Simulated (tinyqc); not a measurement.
RHF in the sto-6g basis, for BeH2, spin multiplicity 1, step by step (part 2 of 2). Computed by tinyqc, a small Python program that keeps every step (integrals from PySCF). Command: `OMP_NUM_THREADS=1 python tinyqc.py 20065 20066 out.jsonl` (the two numbers bound the seeds that draw the settings). One thread of a shared host (Intel(R) Xeon(R) Processor @ 2.60GHz), about 0.1 s of CPU time with the checks.

Geometry (angstrom):
```
atom         x          y         z
Be    0.000000   0.000000  0.000000
H     0.000000   1.665000  0.123000
H     0.000000  -1.665000  0.123000
```

## Iteration 11 (converged): orbitals

converged F (hartree), order 1Be 1s, 1Be 2s, 1Be 2px, 1Be 2py, 1Be 2pz, 2H 1s, 3H 1s:
```
[[-4.608190, -1.250912, 0.000000, 0.000000, 0.001594, -0.173331, -0.173331],
 [-1.250912, -0.551556, 0.000000, 0.000000, -0.010533, -0.307505, -0.307505],
 [0.000000, 0.000000, 0.209274, 0.000000, 0.000000, 0.000000, 0.000000],
 [0.000000, 0.000000, 0.000000, -0.114461, 0.000000, -0.285728, 0.285728],
 [0.001594, -0.010533, 0.000000, 0.000000, 0.208244, -0.016226, -0.016226],
 [-0.173331, -0.307505, 0.000000, -0.285728, -0.016226, -0.210456, -0.007970],
 [-0.173331, -0.307505, 0.000000, 0.285728, -0.016226, -0.007970, -0.210456]]
```

X, order 1Be 1s, 1Be 2s, 1Be 2px, 1Be 2py, 1Be 2pz, 2H 1s, 3H 1s:
```
[[1.027242, -0.145326, 0.000000, 0.000000, -0.001113, 0.019357, 0.019357],
 [-0.145326, 1.132675, 0.000000, 0.000000, 0.009585, -0.200479, -0.200479],
 [0.000000, 0.000000, 1.000000, 0.000000, 0.000000, 0.000000, 0.000000],
 [0.000000, 0.000000, 0.000000, 1.181789, 0.000000, -0.276977, 0.276977],
 [-0.001113, 0.009585, 0.000000, 0.000000, 1.000858, -0.018021, -0.018021],
 [0.019357, -0.200479, 0.000000, -0.276977, -0.018021, 1.143265, -0.046362],
 [0.019357, -0.200479, 0.000000, 0.276977, -0.018021, -0.046362, 1.143265]]
```

Diagonalise F' = X^T F X, C = X C', fill 3 alpha and 3 beta electrons from the bottom; D = 2 C_occ C_occ^T. Each column has its largest component positive (the first on a tie).

F' = X^T F X (hartree):
```
[[-4.511342, -0.660485, 0.000000, 0.000000, 0.000679, 0.004737, 0.004737],
 [-0.660485, -0.151663, 0.000000, 0.000000, 0.004099, -0.255511, -0.255511],
 [0.000000, 0.000000, 0.209274, 0.000000, 0.000000, 0.000000, 0.000000],
 [0.000000, 0.000000, 0.000000, 0.183179, 0.000000, -0.341355, 0.341355],
 [0.000679, 0.004099, 0.000000, 0.000000, 0.209593, -0.019590, -0.019590],
 [0.004737, -0.255511, 0.000000, -0.341355, -0.019590, 0.019158, -0.053307],
 [0.004737, -0.255511, 0.000000, 0.341355, -0.019590, -0.053307, 0.019158]]
```

orbital energies (hartree): [-4.609680, -0.402731, -0.358091, 0.205363, 0.209274, 0.319488, 0.613735]

coefficients C, order 1Be 1s, 1Be 2s, 1Be 2px, 1Be 2py, 1Be 2pz, 2H 1s, 3H 1s:
```
[[0.994838, -0.199336, 0.000000, 0.048552, 0.000000, -0.212840, 0.000000],
 [0.020286, 0.619955, 0.000000, -0.209358, 0.000000, 0.977733, 0.000000],
 [0.000000, 0.000000, 0.000000, 0.000000, 1.000000, 0.000000, 0.000000],
 [0.000000, 0.000000, 0.494283, 0.000000, 0.000000, 0.000000, 1.142690],
 [-0.000154, 0.016099, 0.000000, 0.975014, 0.000000, 0.227042, 0.000000],
 [-0.002491, 0.396497, 0.443423, 0.112762, 0.000000, -0.687429, -0.766615],
 [-0.002491, 0.396497, -0.443423, 0.112762, 0.000000, -0.687429, 0.766615]]
```

D after iteration 11, order 1Be 1s, 1Be 2s, 1Be 2px, 1Be 2py, 1Be 2pz, 2H 1s, 3H 1s:
```
[[2.058876, -0.206795, 0.000000, 0.000000, -0.006725, -0.163029, -0.163029],
 [-0.206795, 0.769510, 0.000000, 0.000000, 0.019955, 0.491519, 0.491519],
 [0.000000, 0.000000, 0.000000, 0.000000, 0.000000, 0.000000, 0.000000],
 [0.000000, 0.000000, 0.000000, 0.488631, 0.000000, 0.438353, -0.438353],
 [-0.006725, 0.019955, 0.000000, 0.000000, 0.000518, 0.012767, 0.012767],
 [-0.163029, 0.491519, 0.000000, 0.438353, 0.012767, 0.707680, -0.078815],
 [-0.163029, 0.491519, 0.000000, -0.438353, 0.012767, -0.078815, 0.707680]]
```

## Convergence

Stop when the energy changes by less than 1e-10 hartree and every element of the error matrix X^T (F D S - S D F) X is below 3e-06.

Course of the cycle:
```
iteration   E (hartree)     change  largest element of the error matrix
1          -14.80898629          -                             5.15e-01
2          -15.64190616  -8.33e-01                             3.05e-02
3          -15.64284431  -9.38e-04                             3.45e-03
4          -15.64289102  -4.67e-05                             1.20e-03
5          -15.64289627  -5.25e-06                             4.19e-04
6          -15.64289688  -6.05e-07                             1.46e-04
7          -15.64289695  -7.02e-08                             5.10e-05
8          -15.64289696  -8.22e-09                             1.78e-05
9          -15.64289696  -9.67e-10                             6.19e-06
10         -15.64289696  -1.14e-10                             2.15e-06
11         -15.64289696  -1.36e-11                             7.47e-07
```

PySCF RHF in the same basis = -15.64289696 hartree

Converged in 11 iterations.

## Populations, bond orders and dipole

overlap S, order 1Be 1s, 1Be 2s, 1Be 2px, 1Be 2py, 1Be 2pz, 2H 1s, 3H 1s:
```
[[1.000000, 0.254764, 0.000000, 0.000000, 0.000000, 0.034525, 0.034525],
 [0.254764, 1.000000, 0.000000, 0.000000, 0.000000, 0.336244, 0.336244],
 [0.000000, 0.000000, 1.000000, 0.000000, 0.000000, 0.000000, 0.000000],
 [0.000000, 0.000000, 0.000000, 1.000000, 0.000000, 0.418723, -0.418723],
 [0.000000, 0.000000, 0.000000, 0.000000, 1.000000, 0.030933, 0.030933],
 [0.034525, 0.336244, 0.000000, 0.418723, 0.030933, 1.000000, 0.011849],
 [0.034525, 0.336244, 0.000000, -0.418723, 0.030933, 0.011849, 1.000000]]
```

Mulliken: Z minus the diagonal of D S on the atom; Loewdin: the same with S^(1/2) D S^(1/2); Mayer order: 2 sum_s sum (D(s) S)_ij (D(s) S)_ji over the two atoms.

Charges (e):
```
atom   Mulliken    Loewdin
1Be    0.100662   0.086959
2H    -0.050331  -0.043479
3H    -0.050331  -0.043479
```

Mayer bond orders:
```
pair     order
2-1   0.988642
3-1   0.988642
3-2   0.008825
```

dipole moment about the origin, x y z (debye): [0.000000, 0.000000, -0.338615]
